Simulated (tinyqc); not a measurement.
# Changing the field after the step F

Model: velocity overshoot from momentum and energy balance equations after a field step. Computed by tinyqc, a small Python program. Command: `OMP_NUM_THREADS=1 python tinyqc.py 3026086 3026087 out.jsonl overshoot sweep`. One thread of a shared host (Intel(R) Xeon(R) Processor @ 2.30GHz), about 0.08 s of CPU time with the checks.

At t = 0 the field jumps from 0 to F in a uniform sample. v is the drift velocity and u = w - (3/2) k_B T the excess energy per carrier.

Inputs (values chosen for the exercise, modelled on electrons in germanium except for tau_E):
```
quantity,value,unit
effective mass m,0.12,m_0
low-field mobility mu_0,3500,cm^2/(V s)
saturation velocity v_s,0.68,1e7 cm/s
energy relaxation time tau_E,0.47,ps
lattice temperature T,300,K
time step dt,2.4,fs
```

Scheme: implicit in the damping.

Constants: m_0 = 9.1093837015e-31 kg; e = 1.602176634e-19 C; k_B = 8.617333262e-05 eV/K.

Method:
- dv/dt = e F/m - v/tau_m(u), du/dt = e F v - u/tau_E, tau_m(u) = tau_0/(1 + c u), tau_0 = m mu_0/e, c = mu_0/(e tau_E v_s^2); this choice gives the steady state v (1 + mu_0 F v/v_s^2) = mu_0 F, which saturates at v_s. Steady velocity v = 2 mu_0 F/(1 + sqrt(1 + 4 (mu_0 F/v_s)^2)); u = e F v tau_E; carrier temperature T + 2u/(3 k_B), neglecting the drift energy m v^2/2.
- Step: v_new = (v + dt e F/m)/(1 + dt/tau_m(u)), u_new = (u + dt e F v_new)/(1 + dt/tau_E). Start v = u = 0; the distance adds dt (v + v_new)/2.
- Run to 8 times the larger of tau_E and tau_0, but at most 20001 steps, and stop early if |v| > 1000 v_s or u < -1/(2c); the run is accepted if the last v is within 0.5 % of the steady value.

One run for each value:
```
field after the step F (kV/cm),peak over steady velocity,peak velocity (1e7 cm/s),steady velocity (1e7 cm/s),time of the peak (fs),distance at the peak (nm)
1.2,1.075,0.349,0.3244,669.6,17.67
1.7,1.144,0.451,0.3946,528.0,17.48
2.4,1.243,0.570,0.4584,417.6,17.00
3.5,1.390,0.719,0.5170,321.6,16.08
5.1,1.576,0.887,0.5627,247.2,14.91
7.4,1.799,1.073,0.5966,192.0,13.80
11.0,2.080,1.295,0.6226,146.4,12.51
15.0,2.332,1.486,0.6374,117.6,11.38
22.0,2.685,1.747,0.6506,91.2,10.31
```

Over the rows, peak over steady velocity rises from 1.08 to 2.69 (exponent d ln y / d ln x 0.18 between the first rows and 0.37 between the last); peak velocity (1e7 cm/s) rises from 0.349 to 1.75 (exponent d ln y / d ln x 0.74 between the first rows and 0.42 between the last); steady velocity (1e7 cm/s) rises from 0.324 to 0.651 (exponent d ln y / d ln x 0.56 between the first rows and 0.054 between the last). Overshoot passes 10 % between 1.20 and 1.70 kV/cm; the knee field v_s/mu_0 is 1.94 kV/cm.

Extremes, crossings and ranges named in words are read from the listed rows.
